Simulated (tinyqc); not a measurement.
Vertical double-diffused power MOSFET, components of the on-resistance: one step of the calculation.

Stripe cells of pitch Wp + a, two channels a cell. Current flows through the channels, spreads in the accumulation layer, passes the gap between the p bodies and spreads at 45 degrees into the drift layer below them. Low drain voltage, full ionisation.

Task. Components of the on-resistance. Pitch p = Wp + a, Cox = 3.9 eps0/tox; zero-bias depletion in the gap w0 = sqrt(2 eps0 eps_r Vbi/(q N Nj)), open gap g = a - 2 w0; R_ch = Lc p/(2 mch Cox Vov); R_acc = 0.6 a p/(4 mac Cox Vov), 0.6 being an empirical factor for current leaving the layer along its length; R_gap = (rho/Nj) xp p/g; spreading depth t = min(W, (p - g)/2); R_drift = (rho p/2) ln((g + 2 t)/g) + rho (W - t); R_on = the sum with Rs.

Parameters, values chosen for the exercise; bulk values close to those of gallium nitride: relative permittivity eps_r = 9.52; gate oxide thickness (eps_r 3.9) tox = 96 nm; gate overdrive Vov = 11 V; channel mobility mch = 44 cm^2/(V s); accumulation-layer mobility mac = 100 cm^2/(V s); channel length Lc = 0.3 um; width of the p body in one cell, channels included Wp = 1.7 um; gap between neighbouring p bodies a = 2 um; depth of the p body xp = 1.2 um; doping of the gap over the drift doping Nj = 2; built-in voltage of the body junction Vbi = 2.93 V; substrate and contact resistance Rs = 0.47 mohm cm^2.

Constants: q = 1.602176634e-19 C, eps0 = 8.8541878128e-14 F/cm where lengths are in cm. Results are converted to the units shown.

N = 4.6135029e15 cm^-3
W = 27.434321 um
mu = 307.69712 cm^2/(V s)
rho = 4.3967865 ohm cm

Wanted: w0; g; components; R_on; shares.

Result.

w0 = 0.57804 um
g = 0.84392 um
components (mohm cm^2): channel 0.31879, accumulation 0.28054, gap 1.1566, drift 12.637, substrate 0.47000
R_on = 14.863 mohm cm^2
shares (%): channel 2.145, accumulation 1.888, gap 7.782, drift 85.023, substrate 3.162

The drift term is the largest. R_on is 1.23 times the ideal drift resistance, and spreading raises the drift term to 1.05 times it.

Program tinyqc, `OMP_NUM_THREADS=1 python tinyqc.py 2230046 2230047 out.jsonl`; Intel Xeon 2.30GHz, shared host, one thread, about 0.01 s.
